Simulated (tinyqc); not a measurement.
Inside a calculation: Franz-Keldysh effect at a direct gap. Values are carried at full precision from step to step, so a last printed digit may differ when a step is redone from the rounded ones.

Parabolic bands, vertical transitions, no excitons. For each hole band j: mr = me mj/(me + mj); joint density of states J_j(E) = (mr/c)^(3/2) sqrt(E - Eg)/(2 pi^2), both spins, c = hbar^2/2m0; averaged matrix element |e.p|^2 = m0 Ep/6; alpha_j(E) = 4 pi^2 alpha_f c Ep J_j/(3 nr E) in 1/angstrom (alpha_f the fine-structure constant, listed as alpha among the constants), times 1e8 for 1/cm.

In a field Fd (1 kV/cm = 1e-5 V/angstrom) the electro-optic energy of band j is th = (c (e Fd)^2/mr)^(1/3), and sqrt(E - Eg) in J_j is replaced by pi sqrt(th) [Ai'(b)^2 - b Ai(b)^2] with b = (Eg - E)/th; Ai is the Airy function.

Constants: hbar^2/2m0 = 3.80998211 eV angstrom^2; fine-structure constant alpha = 0.007297352564.

Parameters, chosen for this exercise (near those of GaAs; not measured data): Eg = 1.418 eV (direct gap); me = 0.0647 m0 (electron mass); mhh = 0.496 m0 (heavy-hole mass); mlh = 0.0782 m0 (light-hole mass); Ep = 25.8 eV (Kane energy); nr = 3.64 (refractive index); Fd = 48 kV/cm (uniform field); E = 1.44 eV (photon energy); L = 48 micrometre (length of a waveguide).

## Electro-optic energy and length

For each hole band give mr, th and the length th/(e Fd).

Scales:
```
hole,mr (m0),th (meV),length (angstrom)
heavy,0.05723,24.846,51.8
light,0.03541,29.159,60.7
```

The light-hole pair has th larger by a factor 1.174, the cube root of the ratio of reduced masses.

## Airy factors at E

Ai is the Airy function, th the electro-optic energy of each hole band from the table (its other columns are not needed here), b = (Eg - E)/th with th in eV; the factor takes the place of sqrt(E - Eg) in the joint density of states.

Form b, Ai(b), Ai'(b) and the factor pi sqrt(th) [Ai'^2 - b Ai^2] for each band, beside sqrt(E - Eg) (zero below the gap).

Factors:
```
hole,b,Ai(b),Ai'(b),factor (eV^(1/2)),without field
heavy,-0.8855,0.5310,-0.06781,0.1259,0.1483
light,-0.7545,0.5183,-0.1242,0.1170,0.1483
```

## Absorption with and without the field

Put the factors in place of sqrt(E - Eg) in alpha_j and add the bands; a waveguide of length L changes its transmission by 4.343 (alpha(F) - alpha(0)) L dB.

alpha_j in the field (1/cm): heavy 2.12e+03, light 956

alpha(F) = 3.07e+03 1/cm
alpha(0) = 3704 1/cm
change of loss = -13.2 dB

Without the field the loss over L is 77 dB, so this energy is of no use for a modulator. Above the gap the field lowers the absorption at this energy; the sign alternates with energy (Franz-Keldysh oscillations). Excitons, which add a sharp peak at low field, are left out.

## Checks

- Airy factor at b = -40 against the zero-field limit sqrt(-b): 6.33 against 6.32.

Computed by tinyqc, a small Python program: `OMP_NUM_THREADS=1 python tinyqc.py 1682178 1682179 out.jsonl` (the numbers bound the seed that draws the inputs); one thread of a shared host (Intel(R) Xeon(R) Processor @ 2.30GHz), about 0.01 s for the whole set of steps.
